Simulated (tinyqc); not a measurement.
Punch-through p+-n junction, ionisation integral and breakdown: one step of the calculation.

A p+ layer at x < 0 and an n drift layer from x = 0 to L on an n+ substrate. Depletion approximation, built-in voltage neglected. Local ionisation coefficients alpha_n = an exp(-(bn/E)^mx), alpha_p = ap exp(-(bp/E)^mx). Electrons move towards +x, holes towards x = 0.

Question. Ionisation integrals by the trapezoid rule. G(x) = integral from 0 to x of (alpha_n - alpha_p); I_n = integral of alpha_n exp(-G) (electrons injected at x = 0), I_p = integral of alpha_p exp(G(end) - G) (holes injected at the far edge); M = 1/(1 - I). All integrals by the trapezoid rule on the grid.

```
point	x (um)	alpha_n (1/cm)	alpha_p (1/cm)
0	0.000000	40.116858	9697.1674
1	1.600000	12.331430	4317.7735
2	3.200000	3.1124296	1679.4354
3	4.800000	0.61118906	549.91938
4	6.400000	0.086584417	143.93585
5	8.000000	0.0079334610	27.941026
6	9.600000	3.9903485e-4	3.5946907
7	11.200000	8.5107868e-6	0.25676131
8	12.800000	5.0015538e-8	0.0075757628
9	14.400000	3.7195199e-11	5.4146834e-5
10	16.000000	7.3399435e-16	3.2110992e-8
```

Wanted: G; alpha_n exp(-G); I_n; I_p; M_n; M_p.

Answer.

```
point	G	alpha_n exp(-G) (1/cm)
0	0.0000	40.117
1	-1.1170	37.681
2	-1.5955	15.347
3	-1.7736	3.601
4	-1.8290	0.539
5	-1.8428	0.050
6	-1.8453	0.003
7	-1.8456	0.000
8	-1.8456	0.000
9	-1.8456	0.000
10	-1.8456	0.000
```

I_n = 0.012365
I_p = 0.77474
M_n = 1.0125
M_p = 4.4393

Computed by the program tinyqc: `OMP_NUM_THREADS=1 python tinyqc.py 2120116 2120117 out.jsonl`, one thread of a shared Intel Xeon 2.30GHz, about 0.1 s for the whole run.
